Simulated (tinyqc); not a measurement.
Inside a calculation. Method: CIS on RHF in the 6-31g basis, for H2, spin multiplicity 1. Computed by tinyqc, a small Python program that keeps every step (integrals from PySCF). Settings: charge = 0, multiplicity = 1, basis = 6-31g, method = RHF, energy threshold = 1e-10, iteration cap = 64, orthogonalisation = canonical, start = core, DIIS depth = 6. Command: `OMP_NUM_THREADS=1 python tinyqc.py 28629 28630 out.jsonl` (the two numbers bound the seeds that draw the settings). One thread of a shared host (Intel(R) Xeon(R) Processor @ 2.60GHz), about 0.03 s of CPU time with the checks. The early iterations of the SCF are left out here.

## One-electron integrals

Geometry (angstrom):
```
atom         x         y         z
H     0.000000  0.000000  0.000000
H     0.000000  0.000000  1.009000
```

Basis 6-31g: exponents (1/bohr^2) and contraction coefficients of normalised primitives:
```
element  l (shell)   exponent  coefficient
H            s (1)  18.731137     0.033495
H            s (1)   2.825394     0.234727
H            s (1)   0.640122     0.813757
H            s (2)   0.161278     1.000000
```

Overlap, kinetic and nuclear-attraction integrals over the contracted functions; the nuclear repulsion is the sum of Za Zb / Rab.

nuclear repulsion = 0.52445710 hartree

overlap S, order 1H 1s, 1H 2s, 2H 1s, 2H 2s:
$$\begin{pmatrix}
1.000000 & 0.658292 & 0.247564 & 0.408244 \\
0.658292 & 1.000000 & 0.408244 & 0.745893 \\
0.247564 & 0.408244 & 1.000000 & 0.658292 \\
0.408244 & 0.745893 & 0.658292 & 1.000000
\end{pmatrix}$$

kinetic energy T (hartree), order 1H 1s, 1H 2s, 2H 1s, 2H 2s:
$$\begin{pmatrix}
1.395678 & 0.259735 & 0.023779 & 0.109480 \\
0.259735 & 0.241917 & 0.109480 & 0.145176 \\
0.023779 & 0.109480 & 1.395678 & 0.259735 \\
0.109480 & 0.145176 & 0.259735 & 0.241917
\end{pmatrix}$$

nuclear attraction V (hartree), order 1H 1s, 1H 2s, 2H 1s, 2H 2s:
$$\begin{pmatrix}
-2.176896 & -1.082721 & -0.483113 & -0.692506 \\
-1.082721 & -1.099408 & -0.692506 & -0.870262 \\
-0.483113 & -0.692506 & -2.176896 & -1.082721 \\
-0.692506 & -0.870262 & -1.082721 & -1.099408
\end{pmatrix}$$

core Hamiltonian H = T + V (hartree), order 1H 1s, 1H 2s, 2H 1s, 2H 2s:
$$\begin{pmatrix}
-0.781218 & -0.822986 & -0.459334 & -0.583027 \\
-0.822986 & -0.857492 & -0.583027 & -0.725085 \\
-0.459334 & -0.583027 & -0.781218 & -0.822986 \\
-0.583027 & -0.725085 & -0.822986 & -0.857492
\end{pmatrix}$$

## Two-electron integrals

Functions are numbered as in S; the eight-fold symmetry (ij|kl) = (ji|kl) = (kl|ij) leaves the list below.

Two-electron integrals (ij|kl) in chemists' order, unique and non-zero (hartree):
```
(11|11) 1.076566   (21|11) 0.578470   (21|21) 0.329423   (22|11) 0.587396
(22|21) 0.361304   (22|22) 0.453150   (31|11) 0.200015   (31|21) 0.116684
(31|22) 0.132228   (31|31) 0.057046   (32|11) 0.236267   (32|21) 0.147228
(32|22) 0.187292   (32|31) 0.078390   (32|32) 0.125592   (33|11) 0.515393
(33|21) 0.330242   (33|22) 0.440064   (33|31) 0.200015   (33|32) 0.349033
(33|33) 1.076566   (41|11) 0.349033   (41|21) 0.200025   (41|22) 0.221590
(41|31) 0.078390   (41|32) 0.101803   (41|33) 0.236267   (41|41) 0.125592
(42|11) 0.404565   (42|21) 0.251287   (42|22) 0.322188   (42|31) 0.106344
(42|32) 0.162072   (42|33) 0.404565   (42|41) 0.162072   (42|42) 0.252113
(43|11) 0.330242   (43|21) 0.210110   (43|22) 0.279568   (43|31) 0.116684
(43|32) 0.200025   (43|33) 0.578470   (43|41) 0.147228   (43|42) 0.251287
(43|43) 0.329423   (44|11) 0.440064   (44|21) 0.279568   (44|22) 0.378213
(44|31) 0.132228   (44|32) 0.221590   (44|33) 0.587396   (44|41) 0.187292
(44|42) 0.322188   (44|43) 0.361304   (44|44) 0.453150
```

## Orthogonalisation

S = U s U^T; canonical form X = U s^(-1/2), so that X^T S X = 1. Each column of U has its largest component positive (the first on a tie).

eigenvalues of S: [0.150274, 0.401474, 0.856269, 2.591982]

X, order 1H 1s, 1H 2s, 2H 1s, 2H 2s:
$$\begin{pmatrix}
-0.699535 & 0.874281 & 0.705725 & 0.272964 \\
1.684606 & -0.693572 & 0.293053 & 0.344083 \\
0.699535 & 0.874281 & -0.705725 & 0.272964 \\
-1.684606 & -0.693572 & -0.293053 & 0.344083
\end{pmatrix}$$

## Iteration 9 (converged): orbitals

converged F (hartree), order 1H 1s, 1H 2s, 2H 1s, 2H 2s:
$$\begin{pmatrix}
0.089056 & -0.428242 & -0.412476 & -0.417099 \\
-0.428242 & -0.311940 & -0.417099 & -0.361246 \\
-0.412476 & -0.417099 & 0.089056 & -0.428242 \\
-0.417099 & -0.361246 & -0.428242 & -0.311940
\end{pmatrix}$$

Diagonalise F' = X^T F X, C = X C', fill 1 alpha and 1 beta electrons from the bottom; D = 2 C_occ C_occ^T. Each column has its largest component positive (the first on a tie).

F' = X^T F X (hartree):
$$\begin{pmatrix}
0.823225 & 0.000000 & -0.468436 & 0.000000 \\
0.000000 & 0.908297 & 0.000000 & -0.021579 \\
-0.468436 & 0.000000 & 0.498825 & 0.000000 \\
0.000000 & -0.021579 & 0.000000 & -0.525183
\end{pmatrix}$$

orbital energies (hartree): MO1 -0.525508, MO2 0.165302, MO3 0.908622, MO4 1.156749

coefficients C, order 1H 1s, 1H 2s, 2H 1s, 2H 2s:
$$\begin{pmatrix}
0.286089 & 0.169165 & 0.870074 & -0.979174 \\
0.333607 & 1.215798 & -0.698672 & 1.202337 \\
0.286089 & -0.169165 & 0.870074 & 0.979174 \\
0.333607 & -1.215798 & -0.698672 & -1.202337
\end{pmatrix}$$

D after iteration 9, order 1H 1s, 1H 2s, 2H 1s, 2H 2s:
$$\begin{pmatrix}
0.163694 & 0.190883 & 0.163694 & 0.190883 \\
0.190883 & 0.222588 & 0.190883 & 0.222588 \\
0.163694 & 0.190883 & 0.163694 & 0.190883 \\
0.190883 & 0.222588 & 0.190883 & 0.222588
\end{pmatrix}$$

## Convergence

Stop when the energy changes by less than 1e-10 hartree and every element of the error matrix X^T (F D S - S D F) X is below 3e-06.

Course of the cycle:
```
iteration  E (hartree)     change  largest element of the error matrix
1          -1.05810905          -                             2.88e-01
2          -1.09229296  -3.42e-02                             4.56e-02
3          -1.09315116  -8.58e-04                             1.28e-04
4          -1.09315116  -5.60e-09                             5.20e-05
5          -1.09315116  -6.75e-10                             3.26e-05
6          -1.09315116  -2.06e-10                             2.38e-05
7          -1.09315116  -8.88e-11                             1.87e-05
8          -1.09315116  -1.44e-10                             1.70e-08
9          -1.09315116   0.000000                             1.59e-11
```

PySCF RHF in the same basis = -1.09315116 hartree

Converged in 9 iterations.

## Integrals over molecular orbitals

(pq|rs) = sum C_ip C_jq C_kr C_ls (ij|kl), one index at a time.

one-electron integrals over orbitals h = C^T H C (hartree):
$$\begin{pmatrix}
-1.092101 & 0.000000 & -0.134005 & 0.000000 \\
0.000000 & -0.607270 & 0.000000 & 0.193253 \\
-0.134005 & 0.000000 & -0.004473 & 0.000000 \\
0.000000 & 0.193253 & 0.000000 & 0.129967
\end{pmatrix}$$

Two-electron integrals over orbitals (pq|rs), unique and non-zero (hartree):
```
(11|11) 0.566593    (21|21) 0.107472    (22|11) 0.440022    (22|22) 0.400743
(31|11) 0.134005    (31|22) 0.067986    (31|31) 0.094060    (32|21) 0.009704
(32|32) 0.037236    (33|11) 0.503577    (33|22) 0.401857    (33|31) 0.118390
(33|33) 0.472384    (41|21) -0.080522   (41|32) -0.048560   (41|41) 0.110276
(42|11) -0.136888   (42|22) -0.072078   (42|31) -0.080786   (42|33) -0.118118
(42|42) 0.081987    (43|21) -0.119352   (43|32) -0.037032   (43|41) 0.125047
(43|43) 0.172485    (44|11) 0.568529    (44|22) 0.447789    (44|31) 0.170077
(44|33) 0.530877    (44|42) -0.162257   (44|44) 0.629828
```

## CIS matrix, singlets

A(ia,jb) = (e_a - e_i) d_ij d_ab + 2 (ia|jb) - (ij|ab).

CIS matrix A, singlet (hartree), order 1>2, 1>3, 1>4:
$$\begin{pmatrix}
0.465731 & 0.000000 & -0.024157 \\
0.000000 & 1.118672 & 0.000000 \\
-0.024157 & 0.000000 & 1.334279
\end{pmatrix}$$

## CIS singlet states

dipole integrals <i|r|a> (bohr), order 1>2, 1>3, 1>4:
$$\begin{pmatrix}
0.000000 & 0.000000 & -1.230524 \\
0.000000 & 0.000000 & 0.000000 \\
0.000000 & 0.000000 & 0.075667
\end{pmatrix}$$

Diagonalise A (1 hartree = 27.211386 eV); each vector has its largest component positive (the first on a tie). The transition dipole is mu = sqrt2 sum c_ia <i|r|a>.

singlet excitation energies (eV): [12.654929, 30.440608, 36.325851]

lowest vectors, order 1>2, 1>3, 1>4:
$$\begin{pmatrix}
0.999614 & 0.000000 & -0.027781 \\
0.000000 & 1.000000 & 0.000000 \\
0.027781 & 0.000000 & 0.999614
\end{pmatrix}$$

oscillator strengths 2/3 w |mu|^2: [0.934990, 0.000000, 0.021468]

## CIS matrix, triplets

A(ia,jb) = (e_a - e_i) d_ij d_ab - (ij|ab).

CIS matrix A, triplet (hartree), order 1>2, 1>3, 1>4:
$$\begin{pmatrix}
0.250788 & 0.000000 & 0.136888 \\
0.000000 & 0.930552 & 0.000000 \\
0.136888 & 0.000000 & 1.113727
\end{pmatrix}$$

## CIS triplet states

Diagonalise A (1 hartree = 27.211386 eV); each vector has its largest component positive (the first on a tie).

triplet excitation energies (eV): [6.247566, 25.321608, 30.882773]

lowest vectors, order 1>2, 1>3, 1>4:
$$\begin{pmatrix}
0.988226 & 0.000000 & 0.153004 \\
0.000000 & 1.000000 & 0.000000 \\
-0.153004 & 0.000000 & 0.988226
\end{pmatrix}$$
